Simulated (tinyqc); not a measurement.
Inside a calculation. Method: Pariser-Parr-Pople SCF with singles CI, for the molecule O=C1C=CC(=O)C(Cl)=C1 (SMILES; centres numbered as the heavy atoms are written). One step of it, computed by the program tinyqc.

Task: Singles CI, singlets. Over the 9 single excitations with the smallest orbital gaps: A = (e_a - e_i) delta + 2 (ia|jb) - (ij|ab), with (pq|rs) = sum c_mp c_mq gamma_mn c_nr c_ns. f = 2/3 w |mu|^2 in atomic units, mu = sqrt2 sum c_ia sum_m c_mi c_ma R_m.

orbital energies (eV): -16.688447  -14.983362  -14.567461  -12.567840  -11.736053  -4.141267  -0.860604  0.399736  2.599992

coefficients:
```
          MO1        MO2        MO3        MO4        MO5        MO6        MO7        MO8
1O   0.257071   0.564237   0.123769  -0.196563   0.515604  -0.404480   0.001478  -0.308656
2C   0.331154   0.466024   0.088954  -0.064803   0.061479   0.343219  -0.008338   0.567550
3C   0.285249   0.252014  -0.158616   0.527582  -0.151046   0.340153   0.499515  -0.168152
4C   0.307142   0.045992  -0.278492   0.534765  -0.165871  -0.311069  -0.497872  -0.204899
5C   0.412963  -0.263136  -0.310564  -0.064206   0.032614  -0.372987   0.016639   0.584640
6O   0.342471  -0.348930  -0.459108  -0.274033   0.421483   0.416446  -0.011754  -0.308883
7C   0.412399  -0.194805   0.236400  -0.253175  -0.381268  -0.312113   0.501344  -0.209735
8Cl  0.282041  -0.398233   0.689281   0.353443   0.355484   0.118618  -0.124472   0.037667
9C   0.333321   0.106301   0.189285  -0.353004  -0.479164   0.286527  -0.485060  -0.172451

           MO9
1O   -0.192023
2C    0.466139
3C   -0.367847
4C    0.354796
5C   -0.421171
6O    0.168715
7C    0.365898
8Cl  -0.066944
9C   -0.374750
```

repulsion gamma_rs (eV), lower triangle:
```
            1O         2C         3C         4C         5C         6O         7C        8Cl
1O   15.200000
2C    8.105706  11.130000
3C    5.413835   7.554252  11.130000
4C    3.728143   5.238667   7.551517  11.130000
5C    3.318196   4.668924   5.239290   7.555640  11.130000
6O    2.535210   3.317476   3.727643   5.413169   8.102207  15.200000
7C    3.728563   5.239290   4.668262   5.239574   7.554252   5.412482  11.130000
8Cl   2.905474   3.700128   3.297756   3.700439   5.327875   4.831368   7.826980  13.000000
9C    5.413169   7.553649   5.239191   4.668433   5.239893   3.728143   7.554351   5.327979

           9C
9C  11.130000
```

Centres (angstrom, eV; a flat drawing with bonds scaled to 1.40 angstrom):
```
centre          x          y  core charge z          W   gamma_rr
1O       2.939000  -0.411000              1  17.700000  15.200000
2C       1.576000  -0.092000              1  11.160000  11.130000
3C       1.171000   1.248000              1  11.160000  11.130000
4C      -0.193000   1.567000              1  11.160000  11.130000
5C      -1.150000   0.546000              1  11.160000  11.130000
6O      -2.514000   0.865000              1  17.700000  15.200000
7C      -0.745000  -0.794000              1  11.160000  11.130000
8Cl     -1.703000  -1.815000              2  26.000000  13.000000
9C       0.618000  -1.113000              1  11.160000  11.130000
```

Give: singlet CI matrix; singlet excitation energies; oscillator strengths.

Result:

singlet CI matrix (eV), lower triangle:
```
         5>6      4>6      3>6      2>6     5>7      4>7      5>8     1>6
5>6   4.2624
4>6  -0.6494   3.4888
3>6   0.0360   0.4606   5.7929
2>6   0.0324  -0.1625   0.1982   6.5169
5>7  -0.0783   0.3545   0.0578  -0.0208  5.9340
4>7  -0.4289   0.1512   0.2528  -0.0681  0.0703   6.7535
5>8   0.0343  -0.0132   0.1554   0.1321  0.0668   0.0502   7.2864
1>6   0.1791   0.0293  -0.0047  -0.0553  0.0919   0.2015  -0.0139  7.5539
4>8   0.0478   0.0343   0.0940  -0.1094  0.0142  -0.0112  -0.1105  0.0540

        4>8
4>8  7.7204
```

singlet excitation energies (eV): 3.0183  4.4753  5.7092  5.9998  6.5270  6.8833  7.3137  7.5978  7.7849

oscillator strengths: 0.0202  1.1474  0.0279  0.0988  0.0071  1.1778  0.0840  0.0285  0.1803
